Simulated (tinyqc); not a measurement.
From one set of inputs to another, one input at a time: inversion-layer mobility, back-scattering and ballistic limit of a field-effect transistor. Computed by tinyqc, a small Python program. Command: `OMP_NUM_THREADS=1 python tinyqc.py 3030291 3030292 out.jsonl mos ladder`. One thread of a shared host (Intel(R) Xeon(R) Processor @ 2.30GHz), about 0.02 s of CPU time with the checks.

The charge at the top of the source barrier is fixed by the gate; series resistance and short-channel effects are left out. F_j are Fermi integrals normalised to exp(eta) in the classical limit.

The inputs printed are set A. Set A is modelled on a silicon p-channel; the values taken over come from a set modelled on an InGaAs n-channel. Inputs not listed in the table keep their values of set A, so the rows need not describe a real material.

Inputs (values chosen for the exercise, modelled on a silicon p-channel): transport mass m = 0.29 m_0; valley degeneracy g_v = 1; weight w of the inversion charge = 0.333; permittivity eps = 11.7; phonon mobility at 1 MV/cm and 300 K, mu_ph = 100 cm^2/(V s); roughness mobility at 1 MV/cm, mu_sr = 120 cm^2/(V s); Coulomb mobility at N_inv = 1e12/cm^2, mu_C = 390 cm^2/(V s); electrical oxide thickness t_inv = 1.3 nm; depletion charge N_dep = 2.2e+12 1/cm^2; gate overdrive V_G - V_T = 0.22 V; drain voltage V_D = 0.51 V; temperature T = 300 K.

Statistics at the top of the barrier: Fermi-Dirac.

Constants: eps_0 = 8.8541878128e-12 F/m; e = 1.602176634e-19 C; m_0 = 9.1093837015e-31 kg; k_B = 1.380649e-23 J/K; hbar = 1.054571817e-34 J s; k_B = 8.617333262e-05 eV/K.

Method:
- N_inv = 3.9 eps_0 (V_G - V_T)/(e t_inv); effective field E_eff = e (N_dep + w N_inv)/(eps eps_0).
- mu_phonon = mu_ph (E_eff/1 MV/cm)^(-0.3) (T/300 K)^(-1.75); mu_rough = mu_sr (E_eff/1 MV/cm)^(-2); mu_Coulomb = mu_C (N_inv/1e12 cm^-2) (T/300 K); Matthiessen's rule adds 1/mu.
- F_j(eta) = (1/Gamma(j + 1)) int_0^infinity x^j/(1 + exp(x - eta)) dx, F_0 = ln(1 + exp(eta)). Integrals over x = E/(k_B T) use 160 Gauss-Legendre points in u = sqrt(x) from 0 to sqrt(max(eta, 0) + 32).
- Ballistic channel: N_2D = g_v m k_B T/(pi hbar^2), U = e V_D/(k_B T); eta_F solves N_inv = (N_2D/2)[F_0(eta_F) + F_0(eta_F - U)]; v_T = sqrt(2 k_B T/(pi m)); I/W = e (N_2D/2) v_T [F_1/2(eta_F) - F_1/2(eta_F - U)]; injection velocity v_T F_1/2(eta_F)/F_0(eta_F).

Each row keeps all changes above it; columns: (1) input moved; (2) from; (3) to; (4) effective mobility mu (cm^2/(V s)); (5) ballistic current I/W (microampere/micrometre); (6) injection velocity (1e7 cm/s):
```
(1)                                                           (2)      (3)     (4)     (5)     (6)
set A                                                           -        -   88.62   793.7  1.3582
phonon mobility at 1 MV/cm and 300 K, mu_ph (cm^2/(V s))      100     3100  303.64   793.7  1.3582
Coulomb mobility at N_inv = 1e12/cm^2, mu_C (cm^2/(V s))      390     2800  371.98   793.7  1.3582
drain voltage V_D (V)                                        0.51      1.2  371.98   793.7  1.3582
depletion charge N_dep (1/cm^2)                           2.2e+12  1.5e+12  550.84   793.7  1.3582
gate overdrive V_G - V_T (V)                                 0.22     0.41  317.45  1815.8  1.6673
electrical oxide thickness t_inv (nm)                         1.3      2.8  604.49   661.8  1.3088
transport mass m (m_0)                                       0.29    0.046  604.49  3427.3  6.7782
```

Where does the difference come from?

Effective mobility mu goes from 88.6 to 604, a factor 6.82 in all. The largest single move comes from phonon mobility at 1 MV/cm and 300 K, mu_ph (a factor 3.43), and gate overdrive V_G - V_T works against it (a factor 0.576). Ballistic current I/W goes from 794 to 3430, a factor 4.32 in all. The largest single move comes from transport mass m (a factor 5.18), and electrical oxide thickness t_inv works against it (a factor 0.364). Injection velocity goes from 1.36 to 6.78, a factor 4.99 in all. The largest single move comes from transport mass m (a factor 5.18), and electrical oxide thickness t_inv works against it (a factor 0.785). The single moves hold for this order of the switches; the total does not depend on the order.

Caution (rows transport mass m): the Fermi level lies so high that further subbands and non-parabolicity matter.

Extremes, crossings and ranges named in words are read from the listed rows.
